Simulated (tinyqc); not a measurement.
Bound state in one dimension: Numerov shooting, finite differences, DVR, step by step. Computed by tinyqc, a small Python program that keeps every step. Settings: points = 48. Command: `OMP_NUM_THREADS=1 python tinyqc.py 29805 29806 out.jsonl` (the two numbers bound the seeds that draw the settings). One thread of a shared host (Intel(R) Xeon(R) Processor @ 2.60GHz), about 0.01 s of CPU time with the checks.

## Numerov steps at E = 0.1

One particle of mass 1 in V = 1.1^2 x^2/2 + 0.27 x^4 (atomic units), psi = 0 at both ends:
```
parameter                 value
left end              -4.500000
right end              4.500000
intervals                    48
h                      0.187500
state sought (nodes)          1
```

k_i = 2 m (E - V_i); (1 + h^2 k_(i+1)/12) y_(i+1) = 2 (1 - 5 h^2 k_i/12) y_i - (1 + h^2 k_(i-1)/12) y_(i-1), from y_0 = 0, y_1 = 0.001.

Points along the way:
```
i          x          V           k              y
0   -4.50000  122.96813  -245.73625        0.00000
1   -4.31250  104.63724  -209.07449        0.00100
2   -4.12500   88.46796  -176.73591        0.01685
3   -3.93750   74.28006  -148.36013        0.21324
4   -3.75000   61.90137  -123.60273        2.10886
5   -3.56250   51.16768  -102.13537       16.74394
16  -1.50000    2.72812    -5.25625  4443849.06880
17  -1.31250    1.84344    -3.48689  7148453.80850
18  -1.12500    1.19819    -2.19638       1.07e+07
19  -0.93750    0.74031    -1.28061       1.51e+07
20  -0.75000    0.42574    -0.65148       2.02e+07
21  -0.56250    0.21846    -0.23691       2.57e+07
```

## Bisection on the node count

With more sign changes than the state has nodes (the last point included) the energy is too high, else too low; the bracket starts as 0.1 to 12.

Trials:
```
trial          E  sign changes  y at the right end   next
1      6.0500000             4            5.63e+13  lower
2      3.0750000             2            8.43e+15  lower
3      1.5875000             1           -9.26e+16  raise
4      2.3312500             2            9.31e+15  lower
5      1.9593750             1           -1.89e+16  raise
6      2.1453125             1           -3.71e+14  raise
7      2.2382812             2            5.39e+15  lower
8      2.1917969             2            2.76e+15  lower
9      2.1685547             2            1.26e+15  lower
10     2.1569336             2            4.62e+14  lower
11     2.1511230             2            4.98e+13  lower
12     2.1482178             1           -1.60e+14  raise
13     2.1496704             1           -5.46e+13  raise
14     2.1503967             1           -2.37e+12  raise
...          ...           ...                 ...    ...
29     2.1504296             1           -1.10e+09  raise
30     2.1504297             1           -2.99e+08  raise
31     2.1504297             2            9.96e+07  lower
```

eigenvalue = 2.1504297 hartree

## The same grid by other methods

Three-point finite differences and the sine-DVR kinetic matrix of Colbert and Miller on the same points.

Lowest levels (hartree):
```
state  finite differences      DVR
0                 0.66151  0.66386
1                 2.13580  2.15057
2                 3.85454  3.90067
3                 5.73506  5.83810
```
